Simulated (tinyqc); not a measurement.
Closable height against the size of the gap: wafer bonding and layer transfer: bond energy, gap closing, particles, bonding of dissimilar wafers and hydrogen blisters. Computed by tinyqc, a small Python program. Command: `OMP_NUM_THREADS=1 python tinyqc.py 3016124 3016125 out.jsonl bond walk`. One thread of a shared host (Intel(R) Xeon(R) Processor @ 2.30GHz), about 0.01 s of CPU time with the checks.

gamma is the energy per area of each of the two surfaces; plates are isotropic.

Inputs (values chosen for the exercise, for model wafers):
```
quantity,value,unit
Young's modulus E1,148,GPa
Young's modulus E2,75.1,GPa
Poisson ratio nu,0.19,-
thickness t1,525,micrometre
thickness t2,200,micrometre
blade thickness t_b,80,micrometre
crack length L,4.3,mm
```

Pair: two different wafers.

Method. Two cantilevers opened by t_b: gamma = 3 t_b^2 E1 t1^3 E2 t2^3/(16 L^4 (E1 t1^3 + E2 t2^3)). E' = E1/(1 - nu^2), equal wafers of thickness t1 assumed. A gap of radius R closes if h_g < h_c: h_c = R^2/sqrt((2/3) E' t1^3/gamma) for R > 2 t1 (plate bending), h_c = 3.6 sqrt(R gamma/E') for R < 2 t1 (local deformation).

bond energy gamma = 2.05126 J/m^2

Gap closing:
```
R (mm),regime,h_c (nm),slope h_c/R
1.00e-04,local,4.1610e+00,0.041610
1.00e-03,local,1.3158e+01,0.013158
1.00e-02,local,4.1610e+01,0.004161
1.00e-01,local,1.3158e+02,0.001316
5.00e-01,local,2.9423e+02,0.000588
2.00e+00,plate,1.4885e+03,0.000744
5.00e+00,plate,9.3034e+03,0.001861
2.00e+01,plate,1.4885e+05,0.007443
5.00e+01,plate,9.3034e+05,0.018607
```

Roughness of 100 nm scale may be 4.2 nm in half height, waviness of radius 5 cm as much as 930 micrometre: h_c goes as R^(1/2) when the wafer deforms locally and as R^2 when it bends. The allowed slope is least near R = 2 t1, so defects about 4 t1 wide are the hardest to close; bow matters little. Caution: the crack is short against the thickness, so root rotation and shear add to the beam formula.

Extremes, crossings and ranges named in words are read from the listed rows.
